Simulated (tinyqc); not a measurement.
# Worked calculation: ESD clamp with bipolar snapback, compact model and design window

Program tinyqc, `OMP_NUM_THREADS=1 python tinyqc.py 2670063 2670064 out.jsonl`; Intel Xeon 2.30GHz, shared host, one thread, about 0.01 s. Printed values are rounded.

The drain junction multiplies the current that enters it: Igen = (M - 1)(Ic + I0), M = 1/(1 - (Vj/BV)^n). The generated holes leave through the substrate resistance and the base of the parasitic npn: Igen = Vb/Rb + Ic/be, Ic = Is exp(Vb/Vt). Terminal current I = Ic + I0 + Igen and voltage V = Vj + I Ro, per width. Isothermal, constant gain.

Values chosen for this exercise; values close to those of grounded-gate n-channel clamps:
- T = 300 K (temperature)
- BV = 9.1 V (junction breakdown voltage)
- n = 2.6 (exponent of the multiplication)
- be = 8.3 (current gain of the parasitic npn)
- Is = 2.8e-17 A/um (saturation current)
- I0 = 8.4e-12 A/um (junction leakage)
- Rb = 39000 ohm um (substrate resistance)
- Ro = 160 ohm um (drain ballast and contact resistance)
- It2 = 4.8 mA/um (failure current for 100 ns)
- Wf = 30 um (finger width)
- Nf = 8 (number of fingers)
- Lv = 1 kV (human-body-model level)
- Vox = 9.4 V (oxide breakdown voltage for 100 ns)
- Vdd = 3.3 V (supply voltage)

Constants: q = 1.602176634e-19 C, kB = 1.380649e-23 J/K, Vt = kB T/q. Results are converted to the units shown.

## The snapback curve

Vb, point 0 to 8 (V): 0.05  0.3  0.362  0.422  0.472  0.635  0.788  0.808  0.838

For given Vb: Ic, Igen, M = 1 + Igen/(Ic + I0), Vj = BV (1 - 1/M)^(1/n), I and V.

```
point   Ic (uA/um)          M   Vj (V)  I (uA/um)    V (V)
0      1.93696e-10  1.52623e5  9.09998    1.28206  9.10018
1       3.06857e-6  6.70730e5  9.09999    7.69232  9.10123
2       3.37668e-5  2.20128e5  9.09998    9.28210  9.10147
3       3.43911e-4    30714.1  9.09989    10.8209  9.10162
4       0.00237908    5070.30  9.09931    12.1052  9.10125
5          1.30223    13.6236  8.83705    17.7412  8.83989
6          484.145    1.16222  4.26698    562.681  4.35701
7          1049.45    1.14022  4.06421    1196.60  4.25567
8          3349.18    1.12690  3.92880    3774.18  4.53267
```

V peaks at Vt1 = 9.102 V and falls to Vh = 4.256 V: once the npn supplies current, a small M feeds the base. At high current M tends to 1 + 1/be and Vj to BV (1 + be)^(-1/n) = 3.860 V.

## Iteration 1: base voltage at the failure current

Vb at the start = 0.75 V

I(Vb) = Ic (1 + 1/be) + I0 + Vb/Rb, I' = Ic (1 + 1/be)/Vt + 1/Rb; Newton steps on ln I: Vb(new) = Vb - ln(I/It2) I/I'. V follows from the introduction.

I = 0.1439715 mA/um
V = 5.165435 V
I' = 4.850829 mS/um
Vb after iteration 1 = 0.8540797 V

## Iteration 2: base voltage at the failure current

As before.

I = 7.011799 mA/um
V = 5.019717 V
I' = 270.4070 mS/um
Vb after iteration 2 = 0.8442526 V

## Course of the iteration: base voltage at the failure current

Stop when Vb changes by less than 1e-10 V, or after 20 iterations. Vb must stay between 0 and 8 V.

Course of the iteration:
```
iteration     Vb (V)  |change| (V)
1          0.8540797         0.104
2          0.8442526       9.83e-3
3          0.8442464       6.22e-6
4          0.8442464      3.17e-12
```

Converged in 4 iterations. At the end the number of correct digits about doubles with each step.

## Design window and human-body level

Vt1 = 9.101617 V
Vh = 4.255668 V
Vt2 = 4.682590 V

Human-body model: 100 pF through 1500 ohm, peak current about (level - Vt2)/1500 ohm, decay time 150 ns. All fingers turn on before the first fails if Vt2 > Vt1; then the clamp carries Nf Wf It2, otherwise in the worst case Wf It2. Margins: Vh - 1.1 Vdd against latching in operation, Vox - max(Vt1, Vt2) for the protected oxide.

peak current = 0.6635449 A
current the clamp carries = 0.144 A
level it withstands = 0.2206826 kV
holding margin = 0.6256675 V
oxide margin = 0.2983826 V

Uniform turn-on is not assured; the clamp fails the level. Both margins are positive.
